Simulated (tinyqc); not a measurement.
Strain, valley repopulation and piezoresistance in a many-valley conduction band: one step, computed by the program tinyqc. Command: `OMP_NUM_THREADS=1 python tinyqc.py 3002072 3002073 out.jsonl valleys walk`. One thread of a shared host (Intel(R) Xeon(R) Processor @ 2.30GHz), about 0.02 s of CPU time with the checks.

Valleys are ellipsoids with mass m_l along the axis a and m_t across it, parabolic, with one constant relaxation time; strain shifts the valleys and leaves the masses alone. Currents are taken along [100], in the plane, and along [001], across the plane.

Question. Strain. Compliances S11 = (C11 + C12)/((C11 - C12)(C11 + 2 C12)), S12 = -C12/((C11 - C12)(C11 + 2 C12)), S44 = 1/C44; stress sigma_xx = sigma_yy = X, all else 0; e_xx = S11 sigma_xx + S12 (sigma_yy + sigma_zz), e_xy = S44 sigma_xy/2 (tensor strain).

Inputs (values chosen for the exercise, modelled on silicon): C11 = 165 GPa; C12 = 64 GPa; C44 = 79.1 GPa; stress X (tension positive) = -910 MPa.

Valley axes: <100> (6 valleys in 3 pairs). Load: biaxial in the (001) plane.

Give: strain tensor.

Answer.

strain tensor (%), rows x, y, z:
$$\begin{pmatrix}
-0.50738 & 0.00000 & 0.00000 \\
0.00000 & -0.50738 & 0.00000 \\
0.00000 & 0.00000 & 0.39361
\end{pmatrix}$$
